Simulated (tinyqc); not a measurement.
Capacitance measurement on a leaky thin oxide: effects of series resistance and leakage: two steps of the calculation.

The device is a capacitance C in parallel with a leakage conductance G, in series with Rs and Ls. An impedance meter reports either a parallel pair (Cp, Gp) from Y = 1/Z = Gp + i w Cp or a series pair (Cs, Rm) from Z = Rm + 1/(i w Cs); w = 2 pi f, dissipation D = Gp/(w |Cp|).

Inputs (values chosen for the exercise); values of the order met in thin-oxide MOS capacitors: relative permittivity of the gate insulator (close to zirconium oxide) eox = 24.9; insulator thickness tox = 3.3 nm; gate area A = 2500 um^2; oxide-equivalent thickness added by the accumulation layer zc = 0.55 nm; oxide-equivalent thickness added by gate depletion zp = 0 nm; gate leakage current density, not matched to the thickness Jg = 0.017 A/cm^2; voltage for an e-fold rise of the leakage Vs = 0.4 V; series resistance Rs = 31 ohm; series inductance Ls = 260 nH; measuring frequency f = 10000 Hz.

Constants: eps0 = 8.8541878128e-14 F/cm where lengths are in cm. Results are converted to the units shown.

Task 1. True capacitance and conductance. EOT = 3.9 tox/eox; CET = EOT + zc + zp; C = 3.9 eps0 A/CET; G = Jg A/Vs.

Give: EOT; CET; C; G.

Result 1.

EOT = 0.5169 nm
CET = 1.067 nm
C = 80.92 pF
G = 1.062 uS

Task 2. What the meter reports. Z = Rs + i w Ls + 1/(G + i w C).

C = 80.917577 pF
G = 1.0625000 uS

Find: Z; Cp; Gp; Cs; D.

Result 2.

Z = (0.3941-1.8846i) x 1e5 ohm
Cp = 80.912 pF
Gp = 1.0633 uS
Cs = 84.451 pF
D = 0.20915

Cp is within 0.01 % of C and Cs is 4.4 % above it; G Rs = 3.29e-5, w C Rs = 1.58e-4 and G/(w C) = 0.209.

Numbers from tinyqc (`OMP_NUM_THREADS=1 python tinyqc.py 2022128 2022129 out.jsonl`; about 0.01 s on one thread of a shared Intel Xeon 2.30GHz).
